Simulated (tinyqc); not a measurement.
## Abrupt p-n junction, non-linear Poisson equation by Newton steps: effect of temperature

One dimension, p side on the left, n side on the right; net doping C = -Na for x < 0 and +Nd for x > 0. The potential psi is counted from the intrinsic level, and the quasi-Fermi potentials are flat: 0 for holes and -V for electrons, so n = ni exp((psi + V)/Vt) and p = ni exp(-psi/Vt) (Boltzmann statistics, full ionisation, no current).

Nc and Nv are given at 273 K and scale as (T/273 K)^1.5; Eg and eps_r are held fixed and ionisation stays complete. ni = sqrt(Nc Nv) exp(-Eg/(2 Vt)), Eg in volts. Depletion approximation: Vbi = Vt ln(Na Nd/ni^2), W = sqrt(2 eps0 eps_r (Vbi - V)(1/Na + 1/Nd)/q), xp = W Nd/(Na + Nd), xn = W Na/(Na + Nd), peak field 2 (Vbi - V)/W, capacitance eps0 eps_r/W. Exact first integral for an abrupt junction with thick neutral sides: psi_p = -Vt ln(Na/ni), psi_n = Vt ln(Nd/ni) - V, psi_j = (Nd psi_n + Na psi_p - Vt (Nd - Na))/(Na + Nd) at the junction, n_j = ni exp((psi_j + V)/Vt), p_j = ni exp(-psi_j/Vt), and E_j^2 = (2 q/(eps0 eps_r)) [Nd (psi_n - psi_j - Vt) + Vt (n_j + p_j)] (minority densities of the neutral sides neglected).

Inputs (values chosen for the exercise); band and dielectric values close to those of silicon:
```
symbol,value,unit,meaning
Eg,1.14,eV,band gap
eps_r,11.8,,relative permittivity
Nc,2.42e19,cm^-3,conduction-band density of states at the reference temperature
Nv,2.27e19,cm^-3,valence-band density of states at the reference temperature
Na,1.6e16,cm^-3,acceptor density of the p side
Nd,1.6e18,cm^-3,donor density of the n side
V,0,V,bias of the p side against the n side
```

Constants: q = 1.602176634e-19 C, kB = 1.380649e-23 J/K, Vt = kB T/q, eps0 = 8.8541878128e-14 F/cm where lengths are in cm. Results are converted to the units shown.

The same in every row: share of W on the n side (%) = 0.9901.

Result of one run:
```
T (K)	ni (cm^-3)	Vbi (V)	W (nm)	peak field, depletion (kV/cm)	peak field, exact (kV/cm)
320	3.135e10	0.8518	264.8	64.33	87.24
```

What becomes of these results when the temperature T is changed from 320 to 360 K, all else the same?

Result of the changed run:
```
T (K)	ni (cm^-3)	Vbi (V)	W (nm)	peak field, depletion (kV/cm)	peak field, exact (kV/cm)
360	3.719e11	0.8048	257.4	62.53	89.59
```

The whole series:
```
T (K)	ni (cm^-3)	Vbi (V)	W (nm)	peak field, depletion (kV/cm)	peak field, exact (kV/cm)
200	6.366e4	0.9842	284.7	69.15	80.11
240	2.073e7	0.9417	278.4	67.64	82.47
280	1.339e9	0.8975	271.8	66.04	84.85
320	3.135e10	0.8518	264.8	64.33	87.24
360	3.719e11	0.8048	257.4	62.53	89.59
400	2.736e12	0.7567	249.6	60.63	91.92
440	1.419e13	0.7075	241.4	58.63	94.20
```

ni rises from 63700 to 1.42e13 cm^-3, while Vbi falls from 0.984 to 0.708 V, on average -1.15 mV/K; W falls from 285 to 241 nm. The depletion field is 14 % below the exact one in the first row and 38 % below it in the last.

tinyqc, about 0.02 s, one thread, Intel Xeon 2.30GHz (shared host): `OMP_NUM_THREADS=1 python tinyqc.py 2000123 2000124 out.jsonl`
